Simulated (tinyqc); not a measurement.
Schottky diode by thermionic emission with image-force lowering and series resistance: one step of the calculation.

Metal on an n-type semiconductor with one parabolic valley; V > 0 is forward bias (metal positive). I = I0 [exp(Vj/(n Vt)) - 1] with Vj = V - I Rs; I0 = S A* T^2 exp(-(phi - dphi)/Vt), the lowering dphi taken at zero bias.

Task. Saturation current. A* = 4 pi q me m0 kB^2/h^3 (times 1e-4 for A/(cm^2 K^2)); Nc = 2 (2 pi me m0 kB T/h^2)^1.5 (times 1e-6 for cm^-3); xi = Vt ln(Nc/Nd), Vbi = phi - xi; surface field Em = sqrt(2 q Nd (Vbi - V - Vt)/(eps0 eps_r)); dphi = sqrt(q Em/(4 pi eps0 eps_r)). Here V = 0 in Em.

Parameters, values chosen for the exercise; band and dielectric values close to those of gallium arsenide: temperature T = 250 K; electron mass me = 0.0666 m0; relative permittivity eps_r = 13.1; barrier height seen from the metal phi = 0.93 eV; donor density Nd = 2.9e16 cm^-3; area S = 0.00031 cm^2.

Constants: q = 1.602176634e-19 C, kB = 1.380649e-23 J/K, h = 6.62607015e-34 J s, m0 = 9.1093837015e-31 kg, Vt = kB T/q, eps0 = 8.8541878128e-14 F/cm where lengths are in cm. Results are converted to the units shown.

Find: A*; Nc; Vbi; Em; dphi; I0.

Result.

A* = 8.004 A/(cm^2 K^2)
Nc = 3.281e17 cm^-3
Vbi = 0.8777 V
Em = 82.82 kV/cm
dphi = 30.17 meV
I0 = 1.124e-16 A

The lowering raises I0 by a factor of 4.06.

Numbers from tinyqc (`OMP_NUM_THREADS=1 python tinyqc.py 2640117 2640118 out.jsonl`; about 0.01 s on one thread of a shared Intel Xeon 2.30GHz).
